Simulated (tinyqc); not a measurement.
Worked calculation: buckled dimers of a reconstructed (001) surface, two dangling bonds a dimer. Values are carried at full precision from step to step, so a last printed digit may differ when a step is redone from the rounded ones.

In a dimer one atom moves up by z and the other down by z; the dangling bond of the up atom (more s-like) falls by gm z and that of the down atom rises by gm z. With all dimers tilted alike: H(k) = [[-gm z - 2 ta cos k, -tp - 2 tx cos k], [., gm z - 2 ta cos k]], k along the row in 1/a. Two electrons a dimer fill the lowest N of the 2N levels on the mesh k_j = (j + 1/2) pi/N. Total energy a dimer: W(z) = (2/N) sum of the filled levels + kf z^2. Repulsion between electrons is left out.

Constants: kB = 8.617333262e-05 eV/K.

Parameters, chosen for this exercise (of the size met on Si(001); the results hold for these values, not for the real material): tp = 0.17 eV (pi coupling inside a dimer); ta = 0.18 eV (coupling between like atoms along the row); tx = 0.08 eV (diagonal coupling along the row); gm = 2.06 eV/angstrom (shift of a dangling bond with height); z = 0.14 angstrom (a trial buckling); k = 0.71 pi/a (wave vector along the row); kf = 9.7 eV/angstrom^2 (force constant of buckling); N = 12 (k points).

## One k point at the trial buckling

Form H, its levels and the weight of the lower one on the up atom, (1 + gm z/sqrt((gm z)^2 + h^2))/2 with h the off-diagonal element; k is given in pi/a.

H (eV):
```
           up     down
up    -0.0678  -0.0719
down  -0.0719   0.5090
```

levels (eV): -0.0766  0.5179

weight on the up atom = 0.9851

## The bands on the mesh

Both levels at each k_j for the trial z, and W(z).

Levels (eV):

| j | k (pi/a) | lower | upper |
|---|---|---|---|
| 0 | 0.0417 | -0.7942 | 0.0803 |
| 1 | 0.1250 | -0.7618 | 0.0966 |
| 2 | 0.2083 | -0.6995 | 0.1283 |
| 3 | 0.2917 | -0.6124 | 0.1741 |
| 4 | 0.3750 | -0.5074 | 0.2319 |
| 5 | 0.4583 | -0.3928 | 0.2989 |
| 6 | 0.5417 | -0.2777 | 0.3717 |
| 7 | 0.6250 | -0.1705 | 0.4460 |
| 8 | 0.7083 | -0.0782 | 0.5166 |
| 9 | 0.7917 | -0.0060 | 0.5772 |
| 10 | 0.8750 | 0.0433 | 0.6218 |
| 11 | 0.9583 | 0.0683 | 0.6455 |

band energy = -0.6982 eV
elastic energy = 0.1901 eV
W = -0.5080 eV

The lower band is full and the upper empty.

## An isolated dimer

For ta = tx = 0, W = -2 sqrt(tp^2 + (gm z)^2) + kf z^2. It buckles if gm^2/kf > tp; then sqrt(tp^2 + (gm z)^2) = gm^2/kf, the gap is twice that, and the gain is (gm^2/kf - tp)^2 kf/gm^2.

gm^2/kf = 0.4375 eV
buckling z = 0.1957 angstrom
gap = 0.8750 eV
gain = 0.1635 eV

The pi bond is too weak to resist: the dimer tilts and charge moves to the up atom.

## The row at its minimum

Minimise W over z from 0 to 1 angstrom. Gap: lowest upper level less highest lower level on 201 points from 0 to pi (negative: overlap). Charge moved to the up atom: the mean of gm z/sqrt((gm z)^2 + h^2) over the mesh, valid for a full lower band.

z = 0.1913 angstrom
gain over flat dimers = 0.0169 eV

gap (eV): flat -0.3800, at the minimum 0.1882

charge moved = 0.901 e

Buckling turns overlapping bands into a gap, as one-electron models find for Si(001). Per dimer, the gain is also the barrier for flipping the whole row together in this picture, 0.7 kT at 300 K.

## Checks

- Buckling of an isolated dimer from the formula against numerical minimisation: both 0.1957.

(tinyqc, `OMP_NUM_THREADS=1 python tinyqc.py 1450672 1450673 out.jsonl`, Intel(R) Xeon(R) Processor @ 2.30GHz, 1 thread, shared host, about 0.02 s.)
